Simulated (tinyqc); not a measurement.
Inside a calculation: round or elliptic silicon nanowire with anisotropic valleys (Ritz method). Values are carried at full precision from step to step, so a last printed digit may differ when a step is redone from the rounded ones.

Wire along x = [110] on a (001) wafer, y = [-110], z = [001]. Valley groups (w = inverse masses): A, two valleys along z: w_y = 1/mt, w_z = 1/ml, m_x = mt; B, four valleys in the wafer plane: w_y = (1/ml + 1/mt)/2, w_z = 1/mt, m_x = (ml + mt)/2.

Constants: hbar^2/2m0 = 3.80998211 eV angstrom^2; kB = 8.617333262e-05 eV/K.

Values chosen for the exercise (near those of a Si nanowire; not measured data):
- ml = 0.916 m0 (longitudinal mass)
- mt = 0.186 m0 (transverse mass)
- a = 30 angstrom (semi-axis along y)
- b = 30 angstrom (semi-axis along z)
- group = B (valley group worked out)
- T = 77 K (temperature)

## Stretching the ellipse

Scaling y by 1/sqrt(w_y) and z by 1/sqrt(w_z) makes the mass 1 and the semi-axes A = a/sqrt(w_y), B = b/sqrt(w_z). List them with the one-function estimate 3c (1/A^2 + 1/B^2) and the slender limit c (pi/2s)^2 (1 + 2s/(pi l)), s and l the smaller and larger of A, B; c = hbar^2/2m0.

Groups:

| group | g | A | B | axis ratio | one function (eV) | slender limit (eV) |
|---|---|---|---|---|---|---|
| A | 2 | 12.94 | 28.71 | 2.219 | 0.0821 | 0.0723 |
| B | 4 | 16.68 | 12.94 | 1.289 | 0.1094 | 0.0839 |

The one-function value suits axis ratios near 1 and the slender limit ratios well above 2.

## Matrices of three even functions

Hard wall on the ellipse (y/a)^2 + (z/b)^2 = 1, c = hbar^2/2m0. With u = y/a, v = z/b the operator is -c [(w_y/a^2) d2/du2 + (w_z/b^2) d2/dv2] on the unit disc. Basis (1 - u^2 - v^2) u^i v^j; S, X and Y are the disc integrals of f f', (df/du)(df'/du) and (df/dv)(df'/dv), from the integral of u^p v^q = 2 Gamma((p+1)/2) Gamma((q+1)/2)/((p + q + 2) Gamma((p+q+2)/2)) for even p, q; H = c (w_y X/a^2 + w_z Y/b^2).

Basis 1, u^2, v^2 times (1 - u^2 - v^2); form S and H for the chosen group.

S:
```
            1       u^2       v^2
1    1.047198  0.130900  0.130900
u^2  0.130900  0.039270  0.013090
v^2  0.130900  0.013090  0.039270
```

H (meV):
```
            1      u^2      v^2
1    114.5123  19.0854  19.0854
u^2   19.0854  14.3254   2.3857
v^2   19.0854   2.3857  19.0740
```

## Lowest level in this basis

Solve H p = E S p for the wire level; give E, the ratios p2/p1 and p3/p1, and H11/S11.

E = 105.2 meV

ratios: -0.49  -0.32

one function = 109.4 meV

The two added functions lower the level by 4.1 meV (3.8 %), mostly by narrowing the state along u, the direction in which the stretched ellipse is long.

## Subbands

Converged values use 21 functions of each parity class (e or o in u, then in v).

The nine lowest levels of all groups and parity classes.

Subbands:

| group, parity | g | m_x (m0) | E (eV) |
|---|---|---|---|
| A ee | 2 | 0.1860 | 0.0778 |
| B ee | 4 | 0.5510 | 0.1052 |
| A eo | 2 | 0.1860 | 0.1303 |
| A ee | 2 | 0.1860 | 0.2017 |
| B oe | 4 | 0.5510 | 0.2336 |
| A oe | 2 | 0.1860 | 0.2621 |
| A eo | 2 | 0.1860 | 0.2932 |
| B eo | 4 | 0.5510 | 0.3001 |
| A oo | 2 | 0.1860 | 0.3452 |

At 77 K and without degeneracy the populations go as g sqrt(m_x) exp(-E/kB T): among these nine the lowest level holds 95 % and the light transport mass mt 95 % of the electrons. Levels above about 0.3 eV lie beyond parabolic valleys and hard walls.

## Checks

- Circle of radius a with both masses mt against c (2.404826/R)^2/m, eV: both 0.1316.

Run: tinyqc, `OMP_NUM_THREADS=1 python tinyqc.py 1251958 1251959 out.jsonl`; Intel(R) Xeon(R) Processor @ 2.30GHz, one thread, shared host; about 0.04 s of CPU time with all checks.
